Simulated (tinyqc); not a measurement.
Band offset from the macroscopic average of a supercell potential: one step. The potential line-up.

Inputs chosen for the exercise (out of a larger set: gaps near those of Si and SiO2; not measured data): h = 0.3 angstrom (grid step).

macroscopic average (eV): -9.71469  -10.25162  -10.81217  -11.36923  -11.76210  -11.90255  -11.94168  -11.96319  -11.96893  -11.96987  -11.96997  -11.96996  -11.96910  -11.96094  -11.93169  -11.88973  -11.72467  -11.31140  -10.73765  -10.16575  -9.61500  -9.06425  -8.49235  -7.91860  -7.50533  -7.34027  -7.29831  -7.26906  -7.26090  -7.26003  -7.26001  -7.26001  -7.26000  -7.26000  -7.26000  -7.26000  -7.26000  -7.26001  -7.26005  -7.26012  -7.25974  -7.26243  -7.30791  -7.36115  -7.54281  -7.97643  -8.57475  -9.15073

Problem. Read the macroscopic average in the middle of each region, j = 10 and j = 34, and its slope in A by a central difference over two points each way.

Give: plateau in A; plateau in B; dV = B - A; slope in A.

Solution.

plateau in A = -11.970 eV
plateau in B = -7.260 eV
dV = B - A = 4.710 eV
slope in A = 0.000 eV/angstrom

The plateaus are flat, so the line-up is well defined.

(tinyqc, `OMP_NUM_THREADS=1 python tinyqc.py 1850829 1850830 out.jsonl`, Intel(R) Xeon(R) Processor @ 2.30GHz, 1 thread, shared host, about 0.01 s.)
